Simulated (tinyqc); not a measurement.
# Surface Green function of a square-lattice strip three rows wide, Sancho-Rubio decimation: densities of states against energy

A semi-infinite lead of cells 0, 1, 2, ... with H0 inside a cell and H1 = <cell i|H|cell i + 1>. A cell is one column of three sites. z = E + i eta.

Start with e_s = e = H0, a = H1, b = H1^dagger. Each round: g = (z - e)^(-1); e_s <- e_s + a g b; e <- e + a g b + b g a; a <- a g a; b <- b g b (all with the old a, b). Round k joins cells 2^k apart. Stop when the largest entry of the matrices a and b is below 1e-12 eV; g_s = (z - e_s)^(-1), bulk (z - e)^(-1), density of states -Im Tr/pi. Here eta = 0.0001 eV. Open modes are the crossings of E with the bands of H0 + H1 exp(ik) + H1^dagger exp(-ik) for 0 < k < pi.

H0 (eV):
```
       1      2      3
1  -0.49  -0.77      0
2  -0.77   0.35  -0.77
3      0  -0.77  -0.12
```

H1 (eV):
```
    1   2   3
1  -1   0   0
2   0  -1   0
3   0   0  -1
```

Densities of states against energy:
```
E (eV)  open modes  rounds  surface (1/eV)  bulk (1/eV)
-3.46            0       6        2.185e-5     5.446e-5
-2.82            1      19          0.1730       0.2929
-2.19            2      19          0.3688       0.7048
-1.56            2      20          0.5567       0.3692
-0.93            2      20          0.6179       0.3284
-0.3             3      20          0.8232       0.5689
0.33             3      20          0.8074       0.5775
0.96             2      20          0.5655       0.3638
1.59             2      20          0.4211       0.6234
2.22             1      19          0.2707       0.1872
2.85             1      19          0.1722       0.2942
3.48             0       6        2.041e-5     5.287e-5
```

What does the table show?

The bands of the infinite lead run over -3.14 to 0.859, -2.29 to 1.71, -0.832 to 3.17 eV. The rounds lie between 6 and 20, 6.0 on average outside the bands and 19.6 inside. The surface density of states is largest at E = -0.3 eV among the rows (0.823 1/eV, bulk 0.569).

tinyqc, about 0.08 s, one thread, Intel Xeon 2.30GHz (shared host): `OMP_NUM_THREADS=1 python tinyqc.py 2680008 2680009 out.jsonl`
